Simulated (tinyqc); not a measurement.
Isochronal anneals: hydrogen passivation of interface dangling bonds: competing passivation and dissociation with distributed barriers. Computed by tinyqc, a small Python program. Command: `OMP_NUM_THREADS=1 python tinyqc.py 3024198 3024199 out.jsonl passiv walk`. One thread of a shared host (Intel(R) Xeon(R) Processor @ 2.30GHz), about 0.01 s of CPU time with the checks.

P_b + H2 gives P_bH + H at the rate k_f [H2]; P_bH gives P_b + H at the rate k_d. All defects start unpassivated. E_f and E_d are Gaussian and independent.

Inputs (values chosen for the exercise, close to those used for P_b centres at the silicon-oxide interface):
```
quantity                                      value          unit
passivation prefactor k_f0                    8e-07        cm^3/s
mean passivation barrier E_f                   1.54            eV
spread sigma_f                                0.099            eV
dissociation prefactor k_d0                   7e+12           1/s
mean dissociation barrier E_d                   2.8            eV
spread sigma_d                                0.092            eV
H2 in the oxide per atm, solubility factor  5.8e+17  1/(cm^3 atm)
hydrogen pressure p                               1           atm
anneal time t                                   120             s
```

Constants: k_B = 8.617333262e-05 eV/K.

Method:
- [H2] = solubility factor x p; a = k_f0 [H2] exp(-E_f/(k_B T)), d = k_d0 exp(-E_d/(k_B T)). For one pair of barriers the active share is y = [d + a exp(-(a + d) t)]/(a + d).
- Temperatures in kelvin are T(C) + 273.15.
- Average y over both Gaussians with 40 x 40 Gauss-Hermite points.
- Minimise the averaged y over T between 150 and 900 C: find where ln y is equal at T - 0.05 and T + 0.05 C; T is rounded to 0.1 C.

best temperature = 496.6 C

Active share after the time t:
```
T (C)     a (1/s)     d (1/s)  single barriers  distributed
200    1.8329e-05  1.0490e-17       9.9780e-01   9.7526e-01
250    6.7747e-04  7.4341e-15       9.2192e-01   7.8164e-01
300    1.3339e-02  1.6763e-12       2.0177e-01   3.3525e-01
350    1.6279e-01  1.5844e-10       4.2538e-09   5.0824e-02
400    1.3701e+00  7.6190e-09       5.5608e-09   2.1752e-03
450    8.5891e+00  2.1445e-07       2.4968e-08   2.4096e-05
500    4.2465e+01  3.9201e-06       9.2315e-08   7.8701e-07
600    5.9940e+02  4.8266e-04       8.0524e-07   4.0406e-06
700    4.9104e+03  2.2099e-02       4.5004e-06   1.6487e-05
800    2.7183e+04  4.9614e-01       1.8252e-05   5.3075e-05
```

The distributed share is least at 500 C among these rows, 7.9e-7, and the search puts the optimum at 496.6 C. On the cold side defects with high E_f survive; on the hot side dissociation, with the larger barrier, gains on passivation with an energy E_d - E_f = 1.26 eV. In that row single barriers give 9.2e-8, so the spread raises the floor. Caution: atomic hydrogen, which both passivates and depassivates, and further passivation during cooling are left out. Caution: shares below about 1e-3 in these rows are formal; measured passivation levels off well above them.

Extremes, crossings and ranges named in words are read from the listed rows.
